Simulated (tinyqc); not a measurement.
# Grain growth, pinning, strength and diffusional creep of a polycrystal or thin film, step by step

A worked calculation. Computed by tinyqc, a small Python program that keeps every step. Command: `OMP_NUM_THREADS=1 python tinyqc.py 3027018 3027019 out.jsonl grain walk`. One thread of a shared host (Intel(R) Xeon(R) Processor @ 2.30GHz), about 0.01 s of CPU time with the checks. Intermediate numbers are printed to about 7 digits and carried at full precision; extremes and crossings named in words are read from the listed rows.

One mean grain size d describes the structure.

Inputs (values chosen for the exercise, modelled on copper):
```
quantity                                    value        unit
shear modulus G                              46.9         GPa
Burgers vector b                            2.556    angstrom
atomic volume Omega                         11.81  angstrom^3
boundary energy gamma                        0.59       J/m^2
mobility prefactor M0                       4e-06   m^4/(J s)
activation energy of boundary motion Q_m     1.11          eV
anneal temperature T                          751           K
anneal time t                                  17           s
initial grain size d0                         150          nm
particle volume fraction f                 0.0007           -
particle radius r                             6.9          nm
friction stress sigma_0                        20         MPa
Hall-Petch slope k_y                        0.095   MPa m^0.5
lattice diffusion energy Q_l                 2.04          eV
boundary diffusion energy Q_b               0.969          eV
lattice prefactor D0                      6.2e-05       m^2/s
boundary prefactor delta D0b              1.4e-15       m^3/s
applied stress sigma                           99         MPa
service temperature T_c                       468           K
```

Sample: bulk.

Constants: k_B = 8.617333262e-05 eV/K; k_B = 1.380649e-23 J/K.

## Mobility and the sizes at which growth stops

M = M0 exp(-Q_m/(k_B T)). The driving pressure is 2 gamma/d. Zener pinning pressure 3 f gamma/(2 r) stops growth at d_Z = 4 r/(3 f). The limit is d_lim = d_Z.

mobility M = 1.422722e-13 m^4/(J s)

Zener size d_Z = 13142.86 nm

limit d_lim = 13142.86 nm

## Grain size after the anneal

dd/dt = 2 M gamma (1/d - 1/d_lim) integrates to 2 M gamma t = d_lim (d0 - d) + d_lim^2 ln[(d_lim - d0)/(d_lim - d)]; without pinning d^2 = d0^2 + 4 M gamma t.

size without pinning = 2393.838 nm

grain size d = 2250.793 nm

Pinning holds d to 94 % of the free value.

## Yield stress

Hall-Petch term k_y/sqrt(d). Orowan term 3.06 x 0.4 G b ln(2 rbar/b)/(pi lambda sqrt(1 - nu)) with nu = 1/3, rbar = sqrt(2/3) r, lambda = rbar (sqrt(pi/f) - 2). The terms are added to sigma_0.

Hall-Petch term = 63.32218 MPa

Orowan term = 59.14717 MPa

yield stress = 142.4693 MPa

The largest term is the Hall-Petch one. The anneal changed the Hall-Petch term from 245 to 63 MPa.

## Diffusional creep at T_c

Nabarro-Herring rate = 14 sigma Omega D_l/(k_B T d^2), D_l = D0 exp(-Q_l/(k_B T)); Coble rate = 14 pi sigma Omega delta D_b/(k_B T d^3), delta D_b = delta D0b exp(-Q_b/(k_B T)); they are equal at d_x = pi delta D_b/D_l.

Nabarro-Herring rate = 3.335346e-15 1/s

Coble rate = 3.589468e-08 1/s

crossover size d_x = 2.422282e+07 micrometre

time to 1 % strain = 278592.8 s

Boundary diffusion carries the creep, by a factor 1.1e7. Caution: sigma Omega is not small against k_B T, as the linear creep laws assume.

## Strength against creep resistance

Hall-Petch term k_y/sqrt(d).

At T_c and sigma:
```
d (nm)  Hall-Petch term (MPa)  Nabarro-Herring (1/s)   Coble (1/s)  time to 1 % (s)
30                   548.4828           1.877454e-11  1.515908e-02     6.596707e-01
100                  300.4164           1.689709e-12  4.092951e-04     2.443225e+01
300                  173.4455           1.877454e-13  1.515908e-05     6.596707e+02
1000                  95.0000           1.689709e-14  4.092951e-07     2.443225e+04
3000                  54.8483           1.877454e-15  1.515908e-08     6.596706e+05
10000                 30.0416           1.689709e-16  4.092951e-10     2.443224e+07
100000                 9.5000           1.689709e-18  4.092951e-13     2.443215e+10
```

From 100 micrometre to 30 nm grains the Hall-Petch term grows 58 times, while the time to 1 % strain shrinks by 10.6 decades. Coble creep rules in 7 of the seven rows (d_x is a millimetre or more). Fine grains resist slip but creep fast. The Hall-Petch value at 30 nm is at the edge of that law.

## Growth with time

The formulas are those given above.

At T:
```
t (s)  free growth (nm)  pinned growth (nm)    d/d_lim
1.5              725.36              712.19  0.0541884
5.1             1317.15             1273.58  0.0969032
15              2249.21             2122.81  0.1615180
51              4140.82             3717.87  0.2828814
150             7098.37             5882.23  0.4475607
510            13086.69             9153.21  0.6964399
1500           22442.51            11906.69  0.9059438
5100           41381.29            13108.75  0.9974050
```

The apparent exponent d ln d/d ln t of the pinned growth is at most about 0.47, below the ideal 1/2, and falls to 0.079 in the last rows: pinning hides it late.

Checks made by the program: d against numerical integration (relative difference 3e-09).
